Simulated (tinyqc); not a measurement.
Moment against the Stoner parameter: Stoner model of a band ferromagnet.

Density of states per atom and spin: triangular, D(e) = (4 M/W^2) (W/2 - |e|). Levels e -/+ I m/2 for up and down spin, m = n_up - n_down, n_up + n_down = nd. At zero temperature e(N) is the energy below which N states lie, and E(m) = sum over spins of integral e D de - I m^2/4.

Inputs chosen for the exercise: W = 4.9 eV (band width, e from -W/2 to W/2); M = 5 (states per atom and spin); nd = 6.68 (electrons per atom).

Lowest state for each I.

Results:
```
I (eV)  I D(EF)  m (muB)  E - E(0) (meV)
0.36      0.599    0.000             0.0
0.49      0.815    0.000             0.0
0.55      0.915    0.000             0.0
0.61      1.014    1.100            -1.3
0.67      1.114    2.535           -64.3
0.91      1.513    3.320          -658.9
1.09      1.813    3.320         -1154.9
```

Give the missing row, I (eV) = 0.76.

Computed row:
```
I (eV)  I D(EF)  m (muB)  E - E(0) (meV)
0.76      1.264    3.155          -254.6
```

A moment first appears at I = 0.61 eV of those listed, where I D(EF) = 1.014. It is saturated at 3.320 from I = 0.91 eV on.

(tinyqc, `OMP_NUM_THREADS=1 python tinyqc.py 1651248 1651249 out.jsonl`, Intel(R) Xeon(R) Processor @ 2.30GHz, 1 thread, shared host, about 0.2 s.)
